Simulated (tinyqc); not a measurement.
Surface orientation and number of bands: six-band hole subbands of a thin body in a field.

Basis X, Y, Z times spin, hole energies counted downwards from the unstrained edge (the hydrostatic shift is left out), c = hbar^2/2m0. For a symmetric tensor T let C(T) have C_XX = L Txx + M (Tyy + Tzz), C_XY = N Txy (cyclic), L = c (g1 + 4 g2), M = c (g1 - 2 g2), N = 6 c g3. k = q + kz n, n the unit normal, q = k1 u + k2 v with u along the channel [1-10] and v = n x u. H = C(k k^T) + (Dso/3)(1 - L.sigma) - B + e F z with (L_k)_ij = -i epsilon_kij; B is the block C built from the traceless strain with 2b, -b and sqrt(3) d in place of L, M, N. Strain: exx = eyy = (s11 + s12) sx/2, ezz = s12 sx, exy = -s44 sx/4. Hard walls at z = 0 and t; basis sin(j pi z/t), j = 1 to Nz: kz^2 = (j pi/t)^2, kz = -i D with D_jl = 4 j l/(t (j^2 - l^2)), z_jj = t/2 and z_jl = -8 t j l/(pi (j^2 - l^2))^2 for j + l odd; 1 MV/cm = 0.01 eV/angstrom.

Nz = 14. E1 is the top subband at q = 0, gap the distance to the next pair, and the masses are c q^2/(E(q) - E1) at |q| = 0.02 1/angstrom (mean of the spin pair) along the channel [1-10] and across it in the plane; a dash marks a band that does not rise.

Constants: hbar^2/2m0 = 3.80998211 eV angstrom^2.

Values chosen for the exercise (near those of a p-type Si channel; the results hold for these values, not for the real material): g1 = 4.28 (Luttinger gamma1); g2 = 0.34 (gamma2); g3 = 1.45 (gamma3); Dso = 0.043 eV (spin-orbit splitting); b = -2.09 eV (tetragonal potential); d = -4.82 eV (trigonal potential); S = (7.6, -2.13, 12.52) 1/TPa (compliances s11, s12, s44); t = 45 angstrom (body thickness); F = 0.5 MV/cm (field across the body); sx = -0.5 GPa (stress along the channel [1-10], negative in compression).

Three faces, six bands; and four bands, with Dso set to 1000 eV.

Results:
```
case           E1 (meV)  gap (meV)  m channel  m across
(001) 6 bands     160.4       31.9      0.196     1.197
(001) 4 bands     164.8       40.5      0.240     0.438
(110) 6 bands      63.8       51.5      0.115     0.278
(110) 4 bands     122.2      116.1      0.149     0.296
(111) 6 bands     109.0       38.2      0.166     0.629
(111) 4 bands     114.4      100.0      0.181     0.196
```

With six bands the top subband is shallowest on (110) (63.8 meV) and deepest on (001). Without the stress E1 would be 171.3, 81.7 and 119.2 meV, so the stress moves it by -10.9, -17.9 and -10.2 meV. The lightest channel mass is on (110) (0.115 m0). Dropping the split-off band moves E1 by 4.4, 58.4 and 5.4 meV and the gap by 8.6, 64.5 and 61.8 meV on the three faces, with Dso = 43 meV.

(tinyqc, `OMP_NUM_THREADS=1 python tinyqc.py 1280735 1280736 out.jsonl`, Intel(R) Xeon(R) Processor @ 2.30GHz, 1 thread, shared host, about 0.4 s.)
